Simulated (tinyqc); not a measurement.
Strain-driven roughening and islands of a mismatched epitaxial film: one step, computed by the program tinyqc.

Film and substrate share isotropic elastic constants; the film is coherent and biaxially strained.

Task: Island nucleation. Shallow faceted island (Tersoff form): E = 4 Gam V^(2/3) tan^(1/3)(theta) - 6 c V tan(theta), Gam = gamma [x/sin(theta) - 1/tan(theta)], x the facet energy over gamma, c = stress^2 (1 - nu)/(2 pi G). The barrier is the maximum of E, at V_c = [4 Gam/(9 c)]^3 / tan^2(theta) (1 GPa nm = 1 J/m^2).

Inputs (values chosen for the exercise, modelled on Ge on Si):
```
quantity                                     value     unit
shear modulus G                               53.9      GPa
Poisson ratio nu                              0.25        -
surface energy gamma                          1.03    J/m^2
contact angle of the shallow shape theta_1    12.5  degrees
contact angle of the steep shape theta_2      29.6  degrees
facet energy of shape 1 over gamma          0.9953        -
facet energy of shape 2 over gamma           1.028        -
```

stress = 7.581933 GPa

Constants: e = 1.602176634e-19 C.

Give: c; Gam of shape 1; critical volume, shape 1; barrier, shape 1; Gam of shape 2; critical volume, shape 2; barrier, shape 2.

Result:

c = 0.12731 GPa

Gam of shape 1 = 0.090437 J/m^2

critical volume, shape 1 = 0.64035 nm^3

barrier, shape 1 = 0.33841 eV

Gam of shape 2 = 0.33053 J/m^2

critical volume, shape 2 = 4.7609 nm^3

barrier, shape 2 = 6.4471 eV

The shallow shape has the lower barrier. Each barrier is a third of the surface term at V_c and scales as Gam^3/c^2, that is as f^(-4). Caution: a critical volume below 1 nm^3 holds fewer than a hundred atoms, so a continuum barrier there has no physical meaning.
